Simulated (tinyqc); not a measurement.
Surface potential of a MOS transistor: implicit equation and explicit approximations: one step of the calculation.

p-type body, charge-sheet picture, depletion and inversion only, full ionisation (an idealisation for deep acceptors), Boltzmann statistics (rough once Na exp(x - xn) passes about Nc/7). In units of Vt: xg = (Vg - Vfb)/Vt, x = psi/Vt, G = gamma/sqrt(Vt), xn = (2 phiF + Vc)/Vt. The implicit equation is (xg - x)^2 = G^2 [x - 1 + exp(x - xn)] for x above about 3. Cox = eps0 eox/tox.

Question. Potential, charges and gate control. psi = Vt x; N_dep = Cox Vt G sqrt(x - 1)/q; N_inv = (Cox Vt G/q) [sqrt(x - 1 + exp(x - xn)) - sqrt(x - 1)]; dpsi/dVg = 1/[1 + G^2 (1 + exp(x - xn))/(2 (xg - x))].

Parameters, values chosen for the exercise; band and dielectric values close to those of silicon: temperature T = 350 K; relative permittivity of the gate insulator (close to silicon dioxide) eox = 3.9; insulator thickness tox = 6.1 nm; channel-body voltage Vc = 0 V.

Constants: q = 1.602176634e-19 C, kB = 1.380649e-23 J/K, Vt = kB T/q, eps0 = 8.8541878128e-14 F/cm where lengths are in cm. Results are converted to the units shown.

converged x = 22.589643
G = 3.0581830
xn = 27.128938
xg = 36.802900

Wanted: psi; N_dep; N_inv; dpsi/dVg.

Answer.

psi = 0.68132 V
N_dep = 1.5143e12 cm^-2
N_inv = 3.7452e8 cm^-2
dpsi/dVg = 0.75046

psi lies 4.5 Vt below 2 phiF + Vc.

Computed by the program tinyqc: `OMP_NUM_THREADS=1 python tinyqc.py 2122067 2122068 out.jsonl`, one thread of a shared Intel Xeon 2.30GHz, about 0.01 s for the whole run.
